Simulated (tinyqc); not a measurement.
# Worked calculation: read current of a NAND string, cells in series solved by shooting

Numbers from tinyqc (`OMP_NUM_THREADS=1 python tinyqc.py 2142118 2142119 out.jsonl`; about 0.4 s on one thread of a shared Intel Xeon 2.30GHz). Printed values are rounded.

Cells in series, numbered from 0 at the source line (0 V) to the bit line, each followed by a gap resistance Rg. A cell with gate Vg, threshold VT, source Vs and drain Vd passes I = 2 nf K Vt^2 [F(Vs) - F(Vd)]/(1 + th max(Vg - VT, 0)), F(V) = ln^2(1 + exp((Vg - VT - nf V)/(2 nf Vt))). The selected cell has Vg = Vr, the others Vg = Vp.

Parameters, values chosen for the exercise; values of the order met in vertical NAND strings:

| symbol | value | unit | meaning |
|---|---|---|---|
| T | 300 | K | temperature |
| K | 13 | uA/V^2 | gain factor of a cell |
| nf | 2 |  | slope factor |
| th | 0.1 | 1/V | mobility reduction factor |
| Rg | 5.8 | kohm | resistance of the gap between cells |
| Vbl | 0.3 | V | bit-line voltage |
| Vp | 6.7 | V | pass voltage |
| Vr | 4.03 | V | read voltage on the selected word line |

Constants: q = 1.602176634e-19 C, kB = 1.380649e-23 J/K, Vt = kB T/q. Results are converted to the units shown.

## Step 1: node voltages for a trial current

first trial current = 1.3 uA
thresholds from the source end, cell 0 to 3 (V): -0.7  2.5  3.1  3.1

For a trial current I start at 0 V and, cell by cell (the selected one is cell 1), solve for the drain: sqrt(F(Vd)) = sqrt(F(Vs) - I/k), k = 2 nf K Vt^2/(1 + th max(Vg - VT, 0)), Vd = [Vg - VT - 2 nf Vt ln(exp(sqrt F) - 1)]/nf, then add I Rg.

node voltage after each cell and gap, trial 1, cell 0 to 3 (V): 0.0311287  0.121950  0.170515  0.220335

## Step 2: node voltages for a trial current

second trial current = 1.6 uA

As before.

node voltage after each cell and gap, trial 2, cell 0 to 3 (V): 0.0383338  0.152882  0.213782  0.276732

## Course of the secant iteration

Secant steps on the end voltage less Vbl, from the two trials; a trial above the saturation current of a cell has no solution and is moved halfway to the previous trial. Stop below 1e-9 V.

Course of the iteration:
```
iteration   I (uA)  end voltage - Vbl (V)  halvings
1          1.72377                7.77e-4         0
2          1.71977               -7.62e-6         0
3          1.71981               -2.50e-9         0
4          1.71981               8.10e-15         0
```

Converged in 4 iterations to I = 1.7198 uA. The selected cell takes 38.1 % of the bit-line voltage and the gaps together 13.3 %.
